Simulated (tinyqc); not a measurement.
Inside a calculation. Method: plane-wave Kohn-Sham cycle with exchange-only LDA in a layered model solid. One step of it, computed by the program tinyqc.

Problem. Iteration 2: Hamiltonian at one k. H(m,m') = (k + G_m)^2/2 delta + V(G_m - G_m'), with V(-G) = V(G).

A solid whose potential varies along x alone (atomic units):
```
parameter                      value
period a                    8.500000
cross-section of the cell  25.000000
electrons per cell                 2
grid points                       16
plane waves -n..n, n               3
k points                           2
V1 in V1 cos(2 pi x/a)     -0.410000
V2 in V2 cos(4 pi x/a)      0.010000
```

V(G_m), m = 0, 1, 2, ... (hartree): -0.205733  -0.173541  0.004807  -0.000120  0.000070  0.000016  -0.000001

k = 0.250000 2 pi / a

Give: H.

Solution.

H (hartree), lower triangle:
```
         -3       -2       -1       +0       +1       +2      +3
-3   1.8604
-2  -0.1735   0.6310
-1   0.0048  -0.1735  -0.0521
+0  -0.0001   0.0048  -0.1735  -0.1887
+1   0.0001  -0.0001   0.0048  -0.1735   0.2212
+2   0.0000   0.0001  -0.0001   0.0048  -0.1735   1.1774
+3   0.0000   0.0000   0.0001  -0.0001   0.0048  -0.1735  2.6800
```
